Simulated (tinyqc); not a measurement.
Hopping conduction between localised states: one step, computed by the program tinyqc. Command: `OMP_NUM_THREADS=1 python tinyqc.py 3000395 3000396 out.jsonl hop walk`. One thread of a shared host (Intel(R) Xeon(R) Processor @ 2.30GHz), about 0.01 s of CPU time with the checks.

Energies are counted from the Fermi level. A small network shows the mechanism; the laws of an infinite system follow.

Task: Critical path. Critical exponent s_c: the smallest value such that bonds with s_ij <= s_c connect site 1 with site 8.

Inputs (values chosen for the exercise, for a model defective oxide): temperature T = 27 K.

Dimension: 3D.

s_ij:
```
          1         2         3         4         5         6         7         8
1   0.00000   5.11693   9.82461  14.37167  14.79487  16.63789  21.50864  18.93206
2   5.11693   0.00000  11.44825  14.64493  15.26541  17.02855  21.93886  19.53431
3   9.82461  11.44825   0.00000  11.31739  10.27999  12.70188  16.76129  17.08899
4  14.37167  14.64493  11.31739   0.00000   9.10436  11.07615  13.59193  16.81326
5  14.79487  15.26541  10.27999   9.10436   0.00000   6.31361  10.58993  11.64367
6  16.63789  17.02855  12.70188  11.07615   6.31361   0.00000   8.30611   9.27974
7  21.50864  21.93886  16.76129  13.59193  10.58993   8.30611   0.00000   9.41099
8  18.93206  19.53431  17.08899  16.81326  11.64367   9.27974   9.41099   0.00000
```

Give: critical exponent s_c.

Result:

critical exponent s_c = 10.28
